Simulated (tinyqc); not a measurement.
# Permittivity and interface capacitance from two thicknesses

Problem. 1/C = t/(eps0 ek) + 2/ci for planar capacitors that differ only in thickness. Find ek, ci and the EOT of the interfaces, 2 x 3.9 eps0/ci.

Constants: eps0 = 8.8541878128e-14 F/cm where lengths are in cm. Results are converted to the units shown.

C at t = 5.3 and 16 nm (uF/cm^2): [1.2714276, 0.42187782]

Solution. 1/C is a straight line in t: the slope gives ek and the intercept 2/ci. A single thickness would give only the effective permittivity; when the interfaces are a small part of 1/C, ci needs very accurate data.

ek = 7.630
ci = 1000 uF/cm^2
EOT of the interfaces = 0.006906 nm

tinyqc, about 0.01 s, one thread, Intel Xeon 2.30GHz (shared host): `OMP_NUM_THREADS=1 python tinyqc.py 2102089 2102090 out.jsonl`
